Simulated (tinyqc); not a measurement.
Worked calculation: Hueckel theory of the pi electrons with the omega technique, for the molecule Nc1cccc(=O)cc1 (SMILES; centres numbered as the heavy atoms are written). One step of it, computed by the program tinyqc.

Task: Orbitals, round 1. Diagonalise; E = alpha + x beta with beta < 0, so the largest x are filled first; degenerate levels share their electrons. P = sum n_i c_ri c_si; each orbital has its largest coefficient positive (the first on a tie).

Hueckel matrix in units of beta (H = alpha + beta A):
```
          1N        2C        3C        4C        5C        6C        7O        8C
1N  1.500000  0.800000  0.000000  0.000000  0.000000  0.000000  0.000000  0.000000
2C  0.800000  0.000000  1.000000  0.000000  0.000000  0.000000  0.000000  0.000000
3C  0.000000  1.000000  0.000000  1.000000  0.000000  0.000000  0.000000  0.000000
4C  0.000000  0.000000  1.000000  0.000000  1.000000  0.000000  0.000000  0.000000
5C  0.000000  0.000000  0.000000  1.000000  0.000000  1.000000  0.000000  0.000000
6C  0.000000  0.000000  0.000000  0.000000  1.000000  0.000000  1.000000  1.000000
7O  0.000000  0.000000  0.000000  0.000000  0.000000  1.000000  1.000000  0.000000
8C  0.000000  0.000000  0.000000  0.000000  0.000000  1.000000  0.000000  0.000000
9C  0.000000  1.000000  0.000000  0.000000  0.000000  0.000000  0.000000  1.000000

          9C
1N  0.000000
2C  1.000000
3C  0.000000
4C  0.000000
5C  0.000000
6C  0.000000
7O  0.000000
8C  1.000000
9C  0.000000
```

pi electrons, sum of z_r less the charge = 10

Give: x values; occupations; coefficients; charge and bond-order matrix P.

Result:

x values: 2.285  1.986  1.370  1.142  0.634  -0.491  -0.654  -1.855  -1.916

occupations: 2.000  2.000  2.000  2.000  2.000  0.000  0.000  0.000  0.000

coefficients:
```
      MO1     MO2     MO3     MO4     MO5     MO6     MO7     MO8
1N  0.417   0.578  -0.406  -0.435  -0.286   0.132   0.143  -0.125
2C  0.409   0.351   0.066   0.195   0.310  -0.328  -0.385   0.524
3C  0.288   0.151   0.468  -0.021   0.395   0.435  -0.242  -0.520
4C  0.248  -0.051   0.576  -0.219  -0.059   0.114   0.544   0.441
5C  0.279  -0.253   0.320  -0.229  -0.433  -0.491  -0.114  -0.298
6C  0.389  -0.451  -0.137  -0.043  -0.215   0.127  -0.469   0.112
7O  0.303  -0.457  -0.369  -0.300   0.587  -0.085   0.284  -0.039
8C  0.308  -0.185  -0.138   0.480  -0.290   0.514   0.137   0.129
9C  0.314   0.084  -0.053   0.591   0.031  -0.380   0.380  -0.352

       MO9
1N   0.047
2C  -0.201
3C  -0.012
4C   0.223
5C  -0.416
6C   0.574
7O  -0.197
8C  -0.487
9C   0.359
```

charge and bond-order matrix P:
```
        1N      2C      3C      4C      5C      6C      7O      8C
1N   1.889   0.347  -0.174  -0.096   0.126   0.075  -0.050  -0.096
2C   0.347   0.858   0.640   0.121  -0.264  -0.165   0.125   0.111
3C  -0.174   0.640   0.962   0.628   0.052  -0.208   0.166  -0.258
4C  -0.096   0.121   0.628   0.894   0.685   0.126  -0.167  -0.163
5C   0.126  -0.264   0.052   0.685   0.968   0.563  -0.207   0.208
6C   0.075  -0.165  -0.208   0.126   0.563   0.843   0.523   0.528
7O  -0.050   0.125   0.166  -0.167  -0.207   0.523   1.744  -0.172
8C  -0.096   0.111  -0.258  -0.163   0.208   0.528  -0.172   0.926
9C  -0.131   0.558   0.156  -0.176  -0.198   0.120  -0.167   0.727

        9C
1N  -0.131
2C   0.558
3C   0.156
4C  -0.176
5C  -0.198
6C   0.120
7O  -0.167
8C   0.727
9C   0.917
```
